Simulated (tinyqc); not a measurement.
Hexagonal on-chip spiral inductor, lumped pi model: one step of the calculation.

Outer diameter do = di + 2 n wd + 2 (n - 1) sp, mean da = (do + di)/2, fill p = (do - di)/(do + di), length l = 3.464 n da. L = 2.33 mu0 n^2 da/(1 + 3.82 p), mu0 = 4 pi 1e-7 H/m. Rs = rho l/(wd delta (1 - exp(-th/delta))), delta = sqrt(rho/(pi f mu0)). Cs = n wd^2 eps0 eo/hu across the coil. At each end Cox = l wd eps0 eo/(2 ho) leads to the substrate branch Rsi = 2 rs he/(l wd) in parallel with Csi = l wd eps0 11.7/(2 he). With one end grounded Y = 1/(Rs + i w L) + i w Cs + 1/[1/(i w Cox) + 1/(1/Rsi + i w Csi)], w = 2 pi f; Q = -Im Y/Re Y. Eddy currents in neighbouring turns and in the substrate are left out.

Problem. Admittance, quality factor and apparent inductance. Series branch 1/(Rs + i w L), substrate branch, total Y, Q = -Im Y/Re Y, apparent inductance Im(1/Y)/w, metal-only value w L/Rs, share of the loss in the substrate Re(substrate branch)/Re Y.

Parameters, values chosen for the exercise:

| symbol | value | unit | meaning |
|---|---|---|---|
| f | 6.6 | GHz | frequency |

L = 1.9425032 nH
Rs = 6.3988113 ohm
Cs = 3.6257899 fF
Cox = 41.294890 fF
Rsi = 760.19382 ohm
Csi = 13.627314 fF

Wanted: series branch; substrate branch; Y; Q; apparent inductance; w L/Rs; share of the loss in the substrate.

Solution.

series branch = 0.98-12.34i mS
substrate branch = 0.5576+0.7470i mS
Y = 1.54-11.44i mS
Q = 7.440
apparent inductance = 2.071 nH
w L/Rs = 12.59
share of the loss in the substrate = 36.27 %

Q is 59.1 % of the metal-only value.

Program tinyqc, `OMP_NUM_THREADS=1 python tinyqc.py 2302007 2302008 out.jsonl`; Intel Xeon 2.30GHz, shared host, one thread, about 0.01 s.
